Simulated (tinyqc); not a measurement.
Threshold-voltage variability of a planar MOSFET, analytic estimates: two steps of the calculation.

Three independent sources add in quadrature: random dopants in the depleted layer, metal-gate grains of two orientations, and roughness of the two gate edges acting through the roll-off VT = VT(long) - Vr exp(-L/l). These are first-order estimates: no three-dimensional electrostatics, no percolation.

Inputs (values chosen for the exercise); material values close to those of germanium:
- L = 32 nm (gate length)
- W = 64 nm (gate width)
- G = 7 nm (metal grain size)
- dW = 0.1 eV (work-function difference of the two grain orientations)
- p = 0.3 (share of the orientation of higher work function)
- De = 1.6 nm (rms roughness of one gate edge)
- La = 30 nm (correlation length of the roughness)
- l = 5.4 nm (decay length of the threshold roll-off)
- Vr = 1.8 V (prefactor of the roll-off)
- Nb = 1048576 (number of cells)
- Y = 0.999 (wanted yield)

Problem 1. Metal grains and edge roughness. Grains: Ng = L W/G^2 (at least 1), s2 = dW sqrt(p (1 - p)/Ng). Edges, with exponential correlation and u = W/La: the mean gate length has sL^2 = 2 De^2 (2/u)[1 - (1 - exp(-u))/u]; s3 = sL (Vr/l) exp(-L/l).

Find: Ng; s2; sL; dVT/dL; s3.

Solution 1.

Ng = 41.80
s2 = 7.088 mV
sL = 1.678 nm
dVT/dL = 0.8898 mV/nm
s3 = 1.493 mV

Problem 2. Margin in standard deviations for the wanted yield. Cells fail independently with probability Q(k) = erfc(k/sqrt(2))/2 when the margin is k standard deviations, and Y = exp(-Nb Q(k)). phi = exp(-k^2/2)/sqrt(2 pi). Newton steps on ln Q(k) = ln(-ln(Y)/Nb): k(new) = k + [ln Q - ln(-ln(Y)/Nb)] Q/phi.

k after iteration 1 = 6.4635743

Give: Q(k); phi; k after iteration 2.

Solution 2.

Q(k) = 5.113e-11
phi = 3.380e-10
k after iteration 2 = 6.021

Computed by the program tinyqc: `OMP_NUM_THREADS=1 python tinyqc.py 2090021 2090022 out.jsonl`, one thread of a shared Intel Xeon 2.30GHz, about 0.01 s for the whole run.
